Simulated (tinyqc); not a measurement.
Adsorption as a lattice gas: isotherms with interactions, competition, desorption peaks and saturation dose: one step, computed by the program tinyqc.

One adsorbate per site; a molecule needs 2 empty sites. Gas and surface have the same temperature.

Task: Dose to saturate, flat and in a hole. Without desorption or interaction, 99 % coverage needs the time 99 N_s/(2 s0 F). For a round hole of aspect ratio a in molecular flow with unit sticking (Gordon), the time is N_s/(2F) x [1 + (19/4) a + (3/2) a^2]. The larger of the two times is a rough guide.

Inputs (values chosen for the exercise, for a model surface):
```
quantity                                          value    unit
desorption energy E                                1.16      eV
prefactor nu                                    1.5e+14     1/s
site density N_s                                    7.7  1/nm^2
sticking coefficient s0                           0.012       -
temperature T                                       386       K
aspect ratio a (depth over diameter) of a hole       60       -
```

Adsorption: dissociative (second order).

flux F = 0.5952950 1/(nm^2 s)

Give: time on a flat surface; time for the hole.

Result:

time on a flat surface = 53356 s

time for the hole = 36774 s

Transport and reaction are comparable. Caution: with k_d = nu exp(-E/(k_B T)) of these inputs desorption is not negligible over the time on a flat surface, so without interaction 99 % coverage is not reached.
